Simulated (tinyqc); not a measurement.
# Slope factor and drain-induced lowering from three currents

Inverse problem. With source and body at 0 V, I = A exp((Vg + dd Vd)/(nf Vt)) (1 - exp(-Vd/Vt)). Find nf, the swing nf Vt ln 10 and dd.

Values chosen for this exercise:
- T = 300 K (temperature)

Constants: q = 1.602176634e-19 C, kB = 1.380649e-23 J/K, Vt = kB T/q. Results are converted to the units shown.

currents at (Vg, Vd) = (0, 0.05), (0, 1.2) and (0.09, 1.2) V (nA/um): [0.0028699780, 0.014355948, 0.13970878]

Answer. The pair at equal Vd gives nf; the pair at equal Vg, after dividing out the factors 1 - exp(-Vd/Vt), gives dd.

nf = 1.530
swing = 91.08 mV/decade
dd = 0.05000

Program tinyqc, `OMP_NUM_THREADS=1 python tinyqc.py 2242221 2242222 out.jsonl`; Intel Xeon 2.30GHz, shared host, one thread, about 0.05 s.
